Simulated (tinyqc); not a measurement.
Decay of LO phonons and the hot-phonon bottleneck in the cooling of electrons. Inputs raised by 2 %, one at a time. Computed by tinyqc, a small Python program. Command: `OMP_NUM_THREADS=1 python tinyqc.py 3008696 3008697 out.jsonl hotphonon sens`. One thread of a shared host (Intel(R) Xeon(R) Processor @ 2.30GHz), about 0.01 s of CPU time with the checks.

n(E, T) = 1/(exp(E/(k_B T)) - 1) is the Bose occupation. Electrons have a temperature T_e; the LO modes within their reach share one occupation N; the decay products stay at the lattice temperature.

Inputs (values chosen for the exercise, modelled on silicon carbide): LO energy hbar omega = 119 meV; lifetime at T = 0, tau_0 = 3.5 ps; weight b of the three-phonon channel = 0.14; lattice temperature T = 300 K; electron mass m* = 0.354 m_0; eps_inf = 6.37; static dielectric constant eps_s = 9.74; electron density n = 4.9e+17 1/cm^3; density of LO modes that the electrons reach, N_m = 4.4e+19 1/cm^3; power supplied per electron P = 2.6 nW.

Decay channel: two equal phonons plus a three-phonon channel.

Constants: k_B = 8.617333262e-05 eV/K; c = 299792458 m/s; e^2/(4 pi eps_0) = 14.39964548 eV angstrom; hbar^2/(2 m_0) = 3.80998212 eV angstrom^2; hbar = 6.582119569e-16 eV s; e = 1.602176634e-19 C.

Method:
- Decay rate 1/tau = (1/tau_0) [1 + 2 n_2 + b (1 + 3 n_3 + 3 n_3^2)]/(1 + b), n_2 = n(hbar omega/2), n_3 = n(hbar omega/3).
- Full width Gamma = 1/(2 pi c tau) in 1/cm, c in cm/s.
- Froehlich coupling alpha = (e^2/(4 pi eps_0)) (1/eps_inf - 1/eps_s) k_0/(2 hbar omega), k_0 = sqrt(m* hbar omega/(hbar^2/(2 m_0))); emission time tau_sp = hbar/(2 alpha hbar omega); bottleneck ratio r = (n/N_m) tau/tau_sp.
- Net emission per electron: [(N + 1) x - N]/tau_sp with x = exp(-hbar omega/(k_B T_e)), a simple two-level balance; steady state of the modes: n [(N + 1) x - N]/tau_sp = N_m (N - N_0)/tau; power per electron P = hbar omega [(N + 1) x - N]/tau_sp.
- With p = P tau_sp/(hbar omega): N = N_0 + r p and x = (p + N)/(N + 1); without hot phonons N = N_0. The mode temperature T_LO solves n(hbar omega, T_LO) = N.

Runs; columns: (1) input moved; (2) from; (3) to; (4) mode temperature T_LO (K); (5) Raman width Gamma (1/cm); (6) bottleneck ratio r; (7) T_e without hot phonons (K):
```
(1)                                                             (2)        (3)     (4)     (5)     (6)     (7)
base run                                                          -          -  323.17  2.0086  3.6777  306.83
LO energy hbar omega (meV)                                      119     121.38  324.54  1.9849  3.7587  307.11
lifetime at T = 0, tau_0 (ps)                                   3.5       3.57  323.59  1.9692  3.7512  306.83
electron mass m* (m_0)                                        0.354    0.36108  323.17  2.0086  3.7143  306.76
eps_inf                                                        6.37     6.4974  323.17  2.0086  3.4693  307.22
electron density n (1/cm^3)                                 4.9e+17  4.998e+17  323.59  2.0086  3.7512  306.83
density of LO modes that the electrons reach, N_m (1/cm^3)  4.4e+19  4.488e+19  322.76  2.0086  3.6056  306.83
power supplied per electron P (nW)                              2.6      2.652  323.59  2.0086  3.6777  306.96
```

Exponents ln(y'/y) / ln(x'/x):
```
input                                              mode temperature T_LO  Raman width Gamma  bottleneck ratio r  T_e without hot phonons
LO energy hbar omega                                               0.213             -0.601               1.101                    0.047
lifetime at T = 0, tau_0                                           0.066             -1.000               1.000                    0.000
electron mass m*                                                   0.000              0.000               0.500                   -0.011
eps_inf                                                            0.000              0.000              -2.946                    0.065
electron density n                                                 0.066              0.000               1.000                    0.000
density of LO modes that the electrons reach, N_m                 -0.065              0.000              -1.000                    0.000
power supplied per electron P                                      0.066              0.000               0.000                    0.022
```

To which inputs is each result most sensitive?

Among the inputs moved here: mode temperature T_LO answers most in size to LO energy hbar omega (exponent +0.213), next to lifetime at T = 0, tau_0 (+0.066); its exponent is below 0.0005 for electron mass m*, eps_inf. Raman width Gamma answers most in size to lifetime at T = 0, tau_0 (exponent -1.000), next to LO energy hbar omega (-0.601); its exponent is below 0.0005 for electron mass m*, eps_inf, electron density n, density of LO modes that the electrons reach, N_m, power supplied per electron P. Its exponent -1.000 in lifetime at T = 0, tau_0: the width is the inverse lifetime. Bottleneck ratio r answers most in size to eps_inf (exponent -2.946), next to LO energy hbar omega (+1.101); its exponent is below 0.0005 for power supplied per electron P. Its exponent +0.500 in electron mass m*: alpha goes as sqrt(m*). Its exponent +1.000 in electron density n: r is proportional to n. T_e without hot phonons answers most in size to eps_inf (exponent +0.065), next to LO energy hbar omega (+0.047); its exponent is below 0.0005 for lifetime at T = 0, tau_0, electron density n, density of LO modes that the electrons reach, N_m. Its exponent 0.000 in electron density n: without hot phonons each electron cools on its own.
